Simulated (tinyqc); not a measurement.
Shallow acceptor in the spherical four-band model: one step. Matrices in a small basis. Three cases, with inputs chosen for the exercise.

Task: Form S and H.

The ground state 1S3/2 has an L = 0 part f(r) and an L = 2 part g(r). In units of Ry* and a*, with Gaussians f_i = exp(-a_i r^2), g_i = r^2 exp(-a_i r^2), A = a_i + a_j and I(n) = Gamma((n + 1)/2)/(2 A^((n + 1)/2)): S_ff = I(2), S_gg = I(6), H_ff = (6 a_i a_j/A) I(2) - 2 I(1), H_gg = (14 a_i a_j/A) I(6) - 2 I(5), H_fg = -mu [15 I(2) - 20 a_j I(4) + 4 a_j^2 I(6)]; each function is then normalised. The split-off band is left out.

Give: S; H.

Case 1.

Values chosen (out of a larger set: near those of a shallow acceptor in GaAs; not measured data): al = (0.935, 5.61) 1/a*^2 (exponents a_i, the same for f and g).

mu = 0.738329

Result:

S, rows f1, f2, g1, g2 and columns alike:
```
[[1.0000, 0.5855, 0, 0],
 [0.5855, 1.0000, 0, 0],
 [0, 0, 1.0000, 0.2868],
 [0, 0, 0.2868, 1.0000]]
```

H (Ry*), rows f1, f2, g1, g2 and columns alike:
```
[[-0.2811, -0.5650, -2.6737, -0.7667],
 [-0.5650, 9.2707, -4.6003, -16.0420],
 [-2.6737, -4.6003, 4.8991, 2.3345],
 [-0.7667, -16.0420, 2.3345, 35.2384]]
```

Case 2.

Values chosen (out of a larger set: near those of a shallow acceptor in GaSb; not measured data): al = (1.37, 8.23) 1/a*^2 (exponents a_i, the same for f and g).

mu = 0.815201

Result:

S, rows f1, f2, g1, g2 and columns alike:
```
[[1.0000, 0.5851, 0, 0],
 [0.5851, 1.0000, 0, 0],
 [0, 0, 1.0000, 0.2863],
 [0, 0, 0.2863, 1.0000]]
```

H (Ry*), rows f1, f2, g1, g2 and columns alike:
```
[[0.3744, 0.0320, -4.3254, -1.2385],
 [0.0320, 15.5341, -7.4401, -25.9843],
 [-4.3254, -7.4401, 7.5977, 3.6403],
 [-1.2385, -25.9843, 3.6403, 52.7269]]
```

Case 3.

Values chosen (out of a larger set: near those of a shallow acceptor in InP; not measured data): al = (0.401, 2.4, 14.4) 1/a*^2 (exponents a_i, the same for f and g).

mu = 0.749507

Result:

S, rows f1, f2, f3, g1, g2, g3 and columns alike:
```
[[1.0000, 0.5863, 0.1850, 0, 0, 0],
 [0.5863, 1.0000, 0.5855, 0, 0, 0],
 [0.1850, 0.5855, 1.0000, 0, 0, 0],
 [0, 0, 0, 1.0000, 0.2877, 0.0195],
 [0, 0, 0, 0.2877, 1.0000, 0.2868],
 [0, 0, 0, 0.0195, 0.2868, 1.0000]]
```

H (Ry*), rows f1, f2, f3, g1, g2, g3 and columns alike:
```
[[-0.8180, -1.0057, -1.1733, -1.1640, -0.3348, -0.0227],
 [-1.0057, 2.2557, 1.8108, -2.0041, -6.9668, -1.9978],
 [-1.1733, 1.8108, 31.0890, -0.8155, -11.9870, -41.8007],
 [-1.1640, -2.0041, -0.8155, 1.7291, 0.8043, 0.0162],
 [-0.3348, -6.9668, -11.9870, 0.8043, 14.1630, 6.8441],
 [-0.0227, -1.9978, -41.8007, 0.0162, 6.8441, 94.3408]]
```

Computed by tinyqc, one run a case: `OMP_NUM_THREADS=1 python tinyqc.py N N+1 out.jsonl` with N = 1281495, 1281816, 1281894; one thread of a shared Intel(R) Xeon(R) Processor @ 2.30GHz, about 0.06 s a run at most.
